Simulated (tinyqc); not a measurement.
Inside a calculation. Model: Gupta-type many-body potential for a metal. Computed by tinyqc, a small Python program that keeps every step. Command: `OMP_NUM_THREADS=1 python tinyqc.py 3013208 3013209 out.jsonl gupta walk`. One thread of a shared host (Intel(R) Xeon(R) Processor @ 2.30GHz), about 0.02 s of CPU time with the checks. Intermediate numbers are printed to about 6 digits and carried at full precision; extremes and crossings named in words are read from the listed rows.

E_i = sum_j A exp(-p (r_ij/r0 - 1)) - xi rho_i^gamma, with rho_i = sum_j exp(-2 q (r_ij/r0 - 1)); gamma = 1/2 is the tight-binding second-moment form. The crystal is fcc unless stated; d is the neighbour distance and a fixed number of shells is kept.

Inputs (values chosen for the exercise, modelled on nickel): repulsion A = 0.0384 eV; hopping xi = 1.03 eV; decay p = 17.2; decay q = 1.19; reference distance r0 = 2.491 angstrom; shells kept = 3; embedding exponent gamma = 0.5.

Surface: (100).

Constants: 1 eV/angstrom^3 = 160.2176634 GPa; 1 eV/angstrom^2 = 16.02176634 J/m^2.

## Equilibrium of the fcc crystal

fcc shells: d sqrt(k), k = 1..5, with 12, 6, 24, 12, 24 atoms; Omega = d^3/sqrt2. Equilibrium: dE/dd = 0; B = d^2 E''(d)/(9 Omega).

neighbour distance d = 2.52514 angstrom

lattice constant = 3.57109 angstrom

cohesive energy E_c = 3.97222 eV

bulk modulus B = 156.753 GPa

## Shell terms at equilibrium

Repulsion and density of one neighbour in each shell, and their sums.

Shells:
```
shell  count  r (angstrom)  repulsion (eV)   density
1         12       2.52514     3.03360e-02  0.967909
2          6       3.57109     2.21531e-05  0.356309
3         24       4.37367     8.68351e-08  0.165501
```

repulsive energy = 0.364167 eV

density rho = 17.7248

The band term is -xi rho^gamma = -4.3364 eV; with the repulsion it gives -E_c.

## Unrelaxed vacancy

Each neighbour j of the vacancy loses one repulsive term and one density term: E_v = sum_shells count x {-repulsion - xi [(rho - density)^gamma - rho^gamma]}. (The removed atom returns to a bulk-like site, so its own energy cancels.)

vacancy energy E_v = 1.82644 eV

ratio E_v/E_c, E_c = xi rho^gamma less the repulsive energy = 0.459803

A pair potential gives E_v = E_c; here the ratio is 0.46, as the remaining bonds of the neighbours strengthen when one is lost.

## Elastic constants

Second derivatives of E/Omega at equilibrium under homogeneous strain: e_xx = h gives C11; e_xx = -e_yy = h gives 2 (C11 - C12); e_xy = e_yx = h/2 gives C44.

C11 = 218.823 GPa

C12 = 125.718 GPa

C44 = 111.177 GPa

Cauchy pressure C12 - C44 = 14.5417 GPa

C12/C44 = 1.13; pair forces would give 1. The excess comes from the curvature of the embedding term.

## The (100) surface

Cut the crystal without relaxation; an atom in layer l keeps the neighbours that lie below the surface plane. Excess = E_i + E_c. Surface energy = sum of excesses over the layers, divided by the area per surface atom: (sqrt3/2) d^2 for (111), d^2 for (100), sqrt2 d^2 for (110).

Layers:
```
layer  nearest neighbours  repulsion (eV)      rho  excess (eV)
1                       8        0.242800  11.5108     0.720473
2                      12        0.364145  16.7065     0.126386
```

excess per surface atom = 0.846859 eV

surface energy = 2.12790 J/m^2

## Three surfaces against bond counting

Bond counting with pair bonds charges E_c/12 for each missing nearest neighbour: 3, 4 and 6 per surface cell.

Surfaces:
```
face   missing bonds  excess (eV)  bond counting (eV)     ratio  surface energy (J/m^2)
(111)              3      0.69962             0.99305  0.704511                 2.02988
(100)              4      0.84686             1.32407  0.639586                 2.12790
(110)              6      1.23605             1.98611  0.622348                 2.19615
```

The order of surface energies is (111) < (100) < (110), with (110)/(111) = 1.082 against 1.225 from counting first-neighbour bonds. The excess is 0.62 to 0.70 of the bond-counting value: atoms with fewer neighbours have stronger bonds. Further shells enter the excess but not the count. Caution: relaxation, left out here, lowers surface energies. Caution: fitted second-moment potentials usually give surface energies well below measured ones.

## Energy against coordination

Nearest neighbours only, z equal bonds relaxed to their best length: r/r0 = 1 + ln[A p z^(1 - gamma)/(2 q gamma xi)]/(p - 2 q gamma), E = z A exp(-p (r/r0 - 1)) - xi [z exp(-2 q (r/r0 - 1))]^gamma.

Relaxed bonds:
```
z   r (angstrom)  E per atom (eV)  E/z (eV)
1        2.39480         -1.00383  -1.00383
2        2.44872         -1.38352  -0.69176
3        2.48027         -1.66912  -0.55637
4        2.50265         -1.90684  -0.47671
6        2.53419         -2.30046  -0.38341
8        2.55657         -2.62810  -0.32851
9        2.56573         -2.77534  -0.30837
12       2.58811         -3.17061  -0.26422
```

Bonds lengthen from 2.395 to 2.588 angstrom between z = 1 and 12, and |E| grows as z^0.463, the exponent gamma (p - 2q)/(p - 2 q gamma) = 0.463; pair bonds would give z^1 at a fixed length.

Checks made by the program: sum of the shell terms (relative difference below 1e-10); (C11 + 2 C12)/3 against B (relative difference 1e-09).
